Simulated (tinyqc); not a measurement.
Adsorption as a lattice gas: isotherms with interactions, competition, desorption peaks and saturation dose: one step, computed by the program tinyqc.

One adsorbate per site; a molecule needs 2 empty sites. Gas and surface have the same temperature.

Task: Desorption peak without interaction. The peak obeys E/(k_B T_p^2) = (nu theta_0/beta) exp(-E/(k_B T_p)) if theta at the peak is theta_0/2. Redhead's shortcut, with the constant 3.46 (3.64 is also in use), reads E back as k_B T_p [ln(nu' T_p/beta) - 3.46], nu' = nu theta_0.

Inputs (values chosen for the exercise, for a model surface):

| quantity | value | unit |
|---|---|---|
| desorption energy E | 2.14 | eV |
| prefactor nu | 1.1e+12 | 1/s |
| heating rate beta | 0.59 | K/s |
| initial coverage theta_0 | 0.58 | - |

Adsorption: dissociative (second order).

Constants: k_B = 8.617333262e-05 eV/K.

Give: peak temperature T_p; E by Redhead's shortcut.

Result:

peak temperature T_p = 802.03 K

E by Redhead's shortcut = 2.1381 eV

The shortcut misses by -0.09 %, since 3.46 stands for ln(E/(k_B T_p)) = 3.43. A prefactor wrong by a factor 100 would shift E by 0.318 eV.
